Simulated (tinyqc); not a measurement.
Switching field against angle and time: single-domain magnet: Stoner-Wohlfarth switching, Neel-Arrhenius retention, LLG dynamics and spin torque. Computed by tinyqc, a small Python program. Command: `OMP_NUM_THREADS=1 python tinyqc.py 3013653 3013654 out.jsonl macro walk`. One thread of a shared host (Intel(R) Xeon(R) Processor @ 2.30GHz), about 0.01 s of CPU time with the checks.

The moment is uniform, with unit vector m; z is the easy axis. mu_0 = 1.25663706212e-6 T m/A, gamma = 1.76085963023e11 rad/(s T).

Inputs (values chosen for the exercise, for a model magnet): saturation magnetisation M_s = 405 kA/m; diameter d = 23 nm; thickness t = 1.6 nm; interface anisotropy K_i = 0.225 mJ/m^2; bulk anisotropy K_u = 12 kJ/m^3; exchange stiffness A = 17 pJ/m; temperature T = 300 K; attempt frequency f0 = 10 GHz; waiting time t_w = 1e-08 s.

Shape: thin disc, easy axis normal to it.

Constants: k_B = 1.380649e-23 J/K.

Method:
- The disc is treated as an oblate spheroid with p = t/d: N_z = [1 - p arccos(p)/sqrt(1 - p^2)]/(1 - p^2); V = pi d^2 t/4; K_eff = K_u + K_i/t + K_shape, K_shape = -(mu_0 M_s^2/4)(3 N_z - 1); mu_0 H_K = 2 K_eff/M_s.
- Delta = K_eff V/(k_B T); tau = exp(Delta)/f0; probability of a flip within t_w: P = 1 - exp(-t_w/tau). Wall width parameter sqrt(A/K_eff); a two-domain state costs 4 sqrt(A K_eff) times the cross-section that the wall cuts (d t).
- Energy over K_eff V: e(theta) = sin^2(theta) + 2 h cos(theta - psi) for m at the angle theta from +z and a field that points at psi from -z (it pulls m away from +z towards negative theta); h_sw = (cos^(2/3) psi + sin^(2/3) psi)^(-3/2).
- Switching field at T: the h at which the exact barrier equals ln(f0 t_w/ln 2) k_B T (0 if the zero-field barrier is lower). Sharrock form: h_sw [1 - (ln(f0 t_w/ln 2)/Delta)^(1/n)], n = 0.86 + 1.14 h_sw.

stability factor Delta = 10.4442

Fields over H_K:
```
psi (degrees)  h_sw at T = 0  thermal, exact barrier  thermal, Sharrock form
1                    0.90707                 0.30287                 0.29410
10                   0.67381                 0.25604                 0.24670
20                   0.57365                 0.22657                 0.22232
30                   0.52402                 0.21033                 0.20914
45                   0.50000                 0.20213                 0.20247
60                   0.52402                 0.21033                 0.20914
75                   0.61466                 0.23921                 0.23264
89                   0.90707                 0.30287                 0.29410
```

What follows from these numbers?

At T = 0 the field is least at 45 degrees, H_K/2, and symmetric about it. Thermal help lowers it to 33 % at 1 degree and 40 % at 45 degrees; the Sharrock form misses the exact barrier by at most about 0.009 H_K, at psi = 10 (and its mirror angle). Caution: a flat cylinder has a smaller N_z than the spheroid of the same t/d, so K_eff of a real disc is larger.

Extremes, crossings and ranges named in words are read from the listed rows.
